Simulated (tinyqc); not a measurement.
Comparisons within one model: thin-film optics by transfer matrices. A value that a table varies takes the place of the one given here.

Indices N = n + i k. Snell: N0 sin(theta) = N_j sin(theta_j), with Im(N_j cos theta_j) >= 0. Admittance y_j = N_j cos theta_j for s and N_j/cos theta_j for p. Phase delta_j = 2 pi N_j cos theta_j d_j/lambda. Layer matrix [[cos delta, -i sin delta/y], [-i y sin delta, cos delta]], multiplied from the top down to M. (B, C) = M (1, y_sub); r = (y0 B - C)/(y0 B + C), R = |r|^2, T = 4 Re y0 Re y_sub/|y0 B + C|^2, absorbed in the films 1 - R - T.

Ellipsometry: rho = tan(Psi) exp(i Delta) = -conj(r_p/r_s) with the r of the admittance formula, Delta in 0 to 360 degrees, so that a bare dielectric at small angles gives Delta = 180.

Inputs chosen for the exercise (indices near those of resist on Cu; shifted at random, so the results belong to these values and not to a real crystal): lam = 633 nm (vacuum wavelength); n0 = 1 (ambient index); n = (1.618, 0.266) (n of resist, substrate); k = (0, 3.483) (k in the same order); d = (82.4) nm (thicknesses, top first); theta = 45 degrees (angle of incidence); pol = s (polarisation).

## Swing curve: thickness of the top film

The first entry of d takes the values listed.

Stack:
```
d_1 (nm)       R       T  absorbed
82.4      0.8097  0.1903    0.0000
118.6     0.8909  0.1091    0.0000
154.9     0.9406  0.0594    0.0000
191.1     0.9514  0.0486    0.0000
227.4     0.9400  0.0600    0.0000
263.6     0.8889  0.1111    0.0000
299.9     0.8097  0.1903    0.0000
336.1     0.8909  0.1091    0.0000
372.4     0.9406  0.0594    0.0000
408.6     0.9514  0.0486    0.0000
444.9     0.9400  0.0600    0.0000
481.1     0.8889  0.1111    0.0000
517.4     0.8097  0.1903    0.0000
```

R swings between 0.8097 and 0.9514 on these points. The period is lambda/(2 Re(N_1 cos theta_1)) = 217.5 nm, six rows. The film does not absorb, so the swing repeats exactly. The swing ratio (max - min)/mean is 0.16.

## Angle of incidence

Both polarisations.

Stack:
```
theta (degrees)     R_s     R_p    Psi   Delta
0                0.8366  0.8366  45.00  180.00
15               0.8343  0.8362  45.03  179.16
30               0.8264  0.8375  45.19  175.74
45               0.8097  0.8479  45.66  166.64
55               0.7916  0.8642  46.26  154.45
60               0.7805  0.8760  46.65  145.40
65               0.7693  0.8905  47.09  133.58
70               0.7607  0.9077  47.53  118.13
75               0.7620  0.9276  47.81   97.84
80               0.7881  0.9499  47.67   71.37
85               0.8631  0.9742  46.73   38.13
```

R_s and R_p agree at normal incidence (0.8366). R_p is lowest at 15 degrees of those listed (0.8362), where R_s = 0.8343: the two are within a factor 2 of each other, so the minimum selects polarisation poorly. R_s does not rise steadily, because the phase thickness of the films changes with the angle. R_p exceeds R_s at 15, 30, 45, 55, 60, 65, 70, 75, 80 and 85 degrees, where Psi is above 45.

## Sensitivity of the reflectance

R for both polarisations. Each row changes one parameter from the base and keeps the others.

Results:
```
case                   R_s     R_p     T_s
base                0.8097  0.8479  0.1903
d = (87.4) nm       0.8130  0.8496  0.1870
n = (1.65, 0.266)   0.8036  0.8455  0.1964
k = (0, 3.841)      0.8356  0.8689  0.1644
lam = 638 nm        0.8096  0.8478  0.1904
theta = 50 degrees  0.8014  0.8549  0.1986
```

The largest shifts from the base row, up to three for each result and ties (the steps differ in size, so this ranks the rows, not the parameters). R_s: k +0.0260, theta -0.0083, n -0.0060. R_p: k +0.0210, theta +0.0070, n -0.0025. T_s: k -0.0260, theta +0.0083, n +0.0060.

Program tinyqc; command `OMP_NUM_THREADS=1 python tinyqc.py 1652538 1652539 out.jsonl`; about 0.03 s on one thread of a shared Intel(R) Xeon(R) Processor @ 2.30GHz.
